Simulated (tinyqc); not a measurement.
Worked calculation: one-electron ion in a basis of Gaussians. One step of it, computed by the program tinyqc.

Task: Matrices over normalised Gaussians. With p = a_i + a_j and I(k) = Gamma((k+1)/2) / (2 p^((k+1)/2)): S = I(2l+2), T = (2l+3) a_i a_j S / p, V = -Z I(2l+1), each divided by sqrt(S_ii S_jj).

exponents of r^l exp(-a r^2) (1/bohr^2): 1.214000  1.991000  3.264000  5.352000  8.775000

Z = 6

l = 0

Give: S; T; V.

Result:

S, lower triangle:
```
       1      2      3      4      5
1  1.000
2  0.956  1.000
3  0.838  0.956  1.000
4  0.684  0.838  0.956  1.000
5  0.528  0.684  0.838  0.956  1.000
```

T (hartree), lower triangle:
```
       1      2      3      4       5
1  1.821
2  2.162  2.986
3  2.225  3.545  4.896
4  2.031  3.650  5.813  8.028
5  1.690  3.331  5.983  9.531  13.162
```

V (hartree), lower triangle:
```
         1        2        3        4        5
1  -10.549
2  -11.582  -13.510
3  -12.010  -14.832  -17.298
4  -11.869  -15.380  -18.991  -22.150
5  -11.304  -15.200  -19.693  -24.318  -28.363
```
